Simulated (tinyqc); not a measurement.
Inside a calculation. Model: thermal displacements in the Debye model: Debye-Waller factors, bond-length spread and the Lindemann rule. Computed by tinyqc, a small Python program that keeps every step. Command: `OMP_NUM_THREADS=1 python tinyqc.py 3025275 3025276 out.jsonl debyewaller walk`. One thread of a shared host (Intel(R) Xeon(R) Processor @ 2.30GHz), about 0.01 s of CPU time with the checks. Intermediate numbers are printed to about 6 digits and carried at full precision; extremes and crossings named in words are read from the listed rows.

A Debye spectrum with three branches of one velocity, cut at k_B Theta; 4 atoms per cube, nearest neighbours at d = 0.707107 a.

Inputs (values chosen for the exercise, modelled on gold):
```
quantity                      value        unit
atomic mass M                196.97           u
Debye temperature Theta         182           K
lattice constant a            4.078    angstrom
temperature T                   740           K
Lindemann ratio x_L            0.11           -
gamma-ray energy E             35.5         keV
photoelectron wave number k     5.1  1/angstrom
```

Structure: fcc.

reflection (h k l): 4  2  0

Constants: hbar^2/u = 4.18015928e-03 eV angstrom^2; k_B = 8.617333262e-05 eV/K; e = 1.602176634e-19 C; u = 1.6605390666e-27 kg; c = 299792458 m/s; hbar = 6.582119569e-16 eV s.

## Mean-square displacement

<u_x^2> = (3 hbar^2/(2 M k_B Theta)) int_0^1 s coth(s Theta/(2T)) ds (64 Gauss-Legendre points); it tends to 3 hbar^2/(4 M k_B Theta) at T = 0 and to 3 hbar^2 T/(M k_B Theta^2) at high T. B = 8 pi^2 <u_x^2>.

<u_x^2> = 0.0165333 angstrom^2

zero-point value = 0.00101487 angstrom^2

classical value = 0.0165056 angstrom^2

B factor = 1.30541 angstrom^2

The zero-point value is 6.1 % and the classical value 99.8 % of the full result; the two are limits, not parts that add.

## Loss of Bragg intensity

G = 2 pi sqrt(h^2 + k^2 + l^2)/a; the intensity is multiplied by exp(-2W), 2W = G^2 <u_x^2>; the loss goes into thermal diffuse scattering.

|G| = 6.89045 1/angstrom

2W = 0.784972

intensity factor exp(-2W) = 0.456133

## Recoil-free fraction

A nucleus of this mass is supposed to emit a gamma ray of the energy chosen: recoil energy E_R = E^2/(2 M c^2), wave number k_g = E/(hbar c), recoil-free fraction f = exp(-k_g^2 <u_x^2>).

recoil energy = 3.43437 meV

k_g = 17.9904 1/angstrom

recoil-free fraction f = 0.00474296

E_R is 0.22 k_B Theta.

## Spread of the bond length

Correlated Debye model: sigma^2 = (3 hbar^2/(M k_B Theta)) int_0^1 s coth(s Theta/(2T)) [1 - sin(s q_D R)/(s q_D R)] ds for two atoms at distance R, q_D = (6 pi^2 n)^(1/3), n atoms per volume; uncorrelated motion would give 2 <u_x^2>. An EXAFS amplitude is damped by exp(-2 k^2 sigma^2).

sigma^2 of the nearest bond = 0.0203804 angstrom^2

correlation 1 - sigma^2/(2 <u_x^2>) = 0.383654

EXAFS damping = 0.346390

Neighbours move partly together, which removes 38 % of the uncorrelated spread.

## Lindemann melting temperature

Melting is placed where sqrt(3 <u_x^2>) = x_L d; the classical form gives T_m = M k_B Theta^2 (x_L d)^2/(9 hbar^2).

Lindemann T_m = 1502.98 K

classical T_m = 1503.59 K

ratio sqrt(3 <u_x^2>)/d at T = 0.0772339

The rule is empirical: x_L is fitted within a family of like crystals, and T_m goes as its square.

## Displacements against temperature

The correlation is 1 - sigma^2/(2 <u_x^2>); exp(-2W) uses 2W = G^2 <u_x^2>.

Displacements (angstrom^2):
```
T (K)     <u_x^2>    classical  sigma^2 at d  sigma^2 at 2d  exp(-2W)
5.5    0.00102097  1.22676e-04    0.00174762     0.00193584  0.952682
18     0.00108017  4.01486e-04    0.00176114     0.00197352  0.950008
36     0.00126998  8.02973e-04    0.00188651     0.00221005  0.941485
64     0.00172533   0.00142751    0.00233805     0.00289341  0.921350
100    0.00242927   0.00223048    0.00313578     0.00400423  0.891065
150    0.00348057   0.00334572    0.00438455     0.00569019  0.847680
220    0.00499971   0.00490706    0.00622469     0.00814225  0.788693
330    0.00742259   0.00736058    0.00918603      0.0120645  0.702991
400    0.00897312   0.00892192     0.0110876      0.0145773  0.653098
```

The classical line is within 5 % from T = 150 K (T/Theta = 0.82) on. The correlation of nearest neighbours grows from 0.14 to 0.38, since thermal motion weights long waves, which move neighbours together, more than zero-point motion does; at 2d it ends at 0.19. The reflection keeps 95 % of its intensity at the lowest T and 65 % at the highest.

Checks made by the program: high-temperature series <u^2> = classical x (1 + (Theta/T)^2/36) at T = 5 Theta (relative difference 4e-07).
